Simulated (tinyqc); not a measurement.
Free-carrier optics of a doped semiconductor (Drude model with one polar phonon), step by step. Values are carried at full precision from step to step, so a last printed digit may differ when a step is redone from the rounded ones.

eps(E) = ei [1 - Ep^2/(E^2 + i E Gam)] + (es - ei) wT^2/(wT^2 - E^2 - i E gT), with Ep^2 = 8 pi c (e^2/(4 pi eps0)) N/(m ei), c = hbar^2/2m0, N in 1/angstrom^3 (1e-24 per 1/cm^3); Gam = hbar/tau, tau = mu m m0/e with m0/e = 5.685630e-12 kg/C and mu in m^2/(V s). Energies in meV.

Constants: hbar^2/2m0 = 3.80998211 eV angstrom^2; e^2/(4 pi eps0) = 14.39964547 eV angstrom; hbar = 6.58211957e-16 eV s; hbar c = 1973.269805 eV angstrom.

Parameters, chosen for this exercise (mass and dielectric values near those of GaN; N and mu are free inputs; interband absorption and the rise of the mass with filling are left out; the results hold for these values, not for the real material): N = 1.8e+20 1/cm^3 (carrier density); m = 0.215 m0 (conductivity mass); mu = 150 cm^2/(V s) (mobility); ei = 5.34 (high-frequency dielectric constant); wT = 69 meV (TO phonon); es = 9.3 (static dielectric constant); gT = 0.3 meV (phonon damping); E = 919.9 meV (photon energy).

## Plasma energy and damping

Evaluate Ep, tau, Gam, the plasma wavelength hc/Ep (hc = 1239.841984 eV nm) and the dc resistivity 1/(e N mu), e = 1.602176634e-19 C.

Ep = 464.95 meV
tau = 18.34 fs
Gam = 35.90 meV
plasma wavelength = 2.67 micrometre
rho = 0.000231 ohm cm

Ep/Gam = 12.95: the plasma edge is sharp.

## Dielectric function at one energy

Insert the numbers.

free-carrier term = -1.3621+0.0532i
eps = 3.9555+0.0532i

## Optical constants

n + i k = sqrt(eps1 + i eps2) with k >= 0; R = ((n - 1)^2 + k^2)/((n + 1)^2 + k^2) at normal incidence from vacuum; alpha = 2 E k/(hbar c), times 1e8 for 1/cm; loss function Im(-1/eps) = eps2/(eps1^2 + eps2^2).

Convert eps at the photon energy E (in meV) into the optical constants.

n = 1.9889
k = 0.0134
R = 0.1095
alpha = 1.25e+03 1/cm

Light of this energy penetrates 1/alpha = 8.03 micrometre.

## Coupled plasmon-phonon modes

Without damping eps = 0 gives E^4 - (wL^2 + Ep^2) E^2 + Ep^2 wT^2 = 0 with wL = wT sqrt(es/ei) (Lyddane-Sachs-Teller).

wL = 91.06 meV

L-, L+ (meV): 68.43  468.81

L+ lies 3.86 meV above the larger of wL and Ep; L- lies below wT by 0.57 meV.

## Checks

- Integral of E eps2 of the free-carrier term against (pi/2) ei Ep^2 (meV^2): both 1.8133e+06.

(tinyqc, `OMP_NUM_THREADS=1 python tinyqc.py 1682221 1682222 out.jsonl`, Intel(R) Xeon(R) Processor @ 2.30GHz, 1 thread, shared host, about 0.01 s.)
